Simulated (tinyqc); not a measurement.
Abrupt p-n junction, non-linear Poisson equation by Newton steps: course of the Newton iteration.

One dimension, p side on the left, n side on the right; net doping C = -Na for x < 0 and +Nd for x > 0. The potential psi is counted from the intrinsic level, and the quasi-Fermi potentials are flat: 0 for holes and -V for electrons, so n = ni exp((psi + V)/Vt) and p = ni exp(-psi/Vt) (Boltzmann statistics, full ionisation, no current).

a_i = eps0 eps_r/h_i for the interval from node i to i + 1, with h_i = x_(i+1) - x_i in cm.

Start: psi_p = -Vt ln(Na/ni) on nodes with x < 0 and psi_n = Vt ln(Nd/ni) - V on the others.

n_i = ni exp((psi_i + V)/Vt), p_i = ni exp(-psi_i/Vt), rho_i = p_i - n_i + C_i, g_i = (n_i + p_i)/Vt. Box widths w_i = (h_(i-1) + h_i)/2 in cm. Residual F_i = a_i (psi_(i+1) - psi_i) - a_(i-1) (psi_i - psi_(i-1)) + q rho_i w_i; Jacobian: a_(i-1) and a_i beside the diagonal, b_i = -a_(i-1) - a_i - q g_i w_i on it. The two end nodes are fixed.

Solve the tridiagonal system a_(i-1) d_(i-1) + b_i d_i + a_i d_(i+1) = -F_i for nodes 1 to 11, with d = 0 on fixed nodes. If the largest |d| exceeds 4 Vt, the whole step is scaled down so that it equals 4 Vt.

Stop when the largest undamped |d| is below 1e-9 V, or after 12 iterations.

Values chosen for this exercise; band and dielectric values close to those of gallium phosphide:
- T = 273 K (temperature)
- Eg = 2.29 eV (band gap)
- eps_r = 11.1 (relative permittivity)
- Nc = 1.58e19 cm^-3 (conduction-band density of states at T)
- Nv = 1.67e19 cm^-3 (valence-band density of states at T)
- Na = 2.3e16 cm^-3 (acceptor density of the p side)
- Nd = 7.6e16 cm^-3 (donor density of the n side)
- V = 0.59 V (bias of the p side against the n side)

Constants: q = 1.602176634e-19 C, kB = 1.380649e-23 J/K, Vt = kB T/q, eps0 = 8.8541878128e-14 F/cm where lengths are in cm. Results are converted to the units shown.

```
node  x (nm)  net doping C (cm^-3)
0       -537               -2.3e16
1       -257               -2.3e16
2       -116               -2.3e16
3      -44.8               -2.3e16
4         -9               -2.3e16
5          9                7.6e16
6         29                7.6e16
7       51.3                7.6e16
8         76                7.6e16
9        104                7.6e16
10       134                7.6e16
11       168                7.6e16
12       206                7.6e16
```

ni = 0.0118347 cm^-3

Course of the iteration:
```
iteration  largest |F| (C/cm^2)  largest |d| (V)  at node
1                       7.75e-7            0.539        4
2                       6.70e-7            0.729        4
3                       5.84e-7            0.707        4
4                       5.06e-7            0.657        4
5                       4.33e-7            0.559        4
6                       3.61e-7            0.461        4
7                       2.87e-7            0.371        4
8                       2.14e-7            0.296        4
9                       1.46e-7            0.229        4
10                      8.61e-8            0.143        4
11                      2.96e-8           0.0496        4
12                     6.96e-11          3.53e-5        7
```

Did this iteration meet its convergence test, and what does its course show?

No. Not converged within 12 iterations. Over the last steps the residual has just begun to fall fast (by a factor of 0.00071 in the last step) when the cap is reached (counting the largest step as the residual). A rerun with the same steps from the depletion start converges in 5 iterations.

Range of the model: Flat quasi-Fermi levels over the whole structure hold only for low forward bias and sides short against the diffusion lengths.

Numbers from tinyqc (`OMP_NUM_THREADS=1 python tinyqc.py 2000030 2000031 out.jsonl`; about 0.02 s on one thread of a shared Intel Xeon 2.30GHz).
